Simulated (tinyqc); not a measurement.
Changing the speed of oxidation: dopant redistribution at a moving silicon-oxide interface during parabolic oxidation. Computed by tinyqc, a small Python program. Command: `OMP_NUM_THREADS=1 python tinyqc.py 3001846 3001847 out.jsonl segox sweep`. One thread of a shared host (Intel(R) Xeon(R) Processor @ 2.30GHz), about 0.01 s of CPU time with the checks.

Uniformly doped silicon is oxidised with x_ox = sqrt(B t); the interface advances into the silicon by alpha x_ox, alpha = 0.44. The dopant does not move in the oxide, and at the interface C(silicon) = m C(oxide).

Inputs (values chosen for the exercise, modelled on boron in silicon under dry oxygen):

| quantity | value | unit |
|---|---|---|
| dopant prefactor D0 | 1.19 | cm^2/s |
| dopant activation energy E | 3.47 | eV |
| oxidation activation energy E_B | 1.24 | eV |
| segregation coefficient m = C(silicon)/C(oxide) | 0.28 | - |
| bulk doping C_B | 2.7e+16 | 1/cm^3 |
| temperature T | 1075 | C |
| time t | 0.64 | h |

Constants: k_B = 8.617333262e-05 eV/K.

Method:
- D = D0 exp(-E/(k_B T)), converted with 1 cm^2/s = 3.6e11 um^2/h; B = B0 exp(-E_B/(k_B T)); s = alpha sqrt(B/(4 D)), the interface advance over 2 sqrt(D t).
- Temperatures in kelvin are T(C) + 273.15.
- With the dopant diffusivity D and s = alpha x_ox/(2 sqrt(D t)), in the silicon C = C_B + (C_s - C_B) erfc(y/(2 sqrt(D t)))/erfc(s), y from the original surface. Dopant balance at the interface gives C_s/C_B = 1/[1 + (1/(m alpha) - 1) g], g = sqrt(pi) s exp(s^2) erfc(s).
- Consumed silicon held alpha x_ox C_B; the oxide holds x_ox times the dopant concentration in the oxide; the difference is the excess in the silicon; 1 um = 1e-4 cm.

One run for each value:

| oxidation prefactor B0 (um^2/h) | ratio C_s/C_B | s | excess in the silicon (1/cm^2) |
|---|---|---|---|
| 28 | 0.75704 | 0.02620 | -1.2448e+11 |
| 65 | 0.67494 | 0.03992 | -1.6510e+11 |
| 150 | 0.58300 | 0.06064 | -2.0901e+11 |
| 360 | 0.48329 | 0.09394 | -2.5358e+11 |
| 840 | 0.39206 | 0.14349 | -2.8922e+11 |
| 2000 | 0.31130 | 0.22142 | -3.1223e+11 |
| 4600 | 0.24937 | 0.33579 | -3.1760e+11 |
| 11000 | 0.20125 | 0.51927 | -3.0381e+11 |
| 25000 | 0.16981 | 0.78282 | -2.7351e+11 |

What does the table show, and why?

Over the rows, ratio C_s/C_B falls from 0.757 to 0.170 (exponent d ln y / d ln x -0.14 between the first rows and -0.21 between the last); s rises from 0.0262 to 0.783 (exponent d ln y / d ln x about 0.50 throughout); excess in the silicon (1/cm^2) goes from -1.24e11 through a minimum among these rows, -3.18e11 at 4600, to -2.74e11. The exponent of s stays at 0.50: s scales as sqrt(B/D). The last row stands at 138 % of the limit m alpha = 0.123.

Caution (rows 28.0, 65.0, 150, 360, 840, 2000, 4600): in this case the oxide is not much thicker than a typical Deal-Grove length A, so real growth is slower than parabolic. Caution (all rows): parabolic growth needs an oxide much thicker than the Deal-Grove length A, which fails for thin films and low temperatures; oxidation-enhanced or retarded diffusion is ignored.

Extremes, crossings and ranges named in words are read from the listed rows.
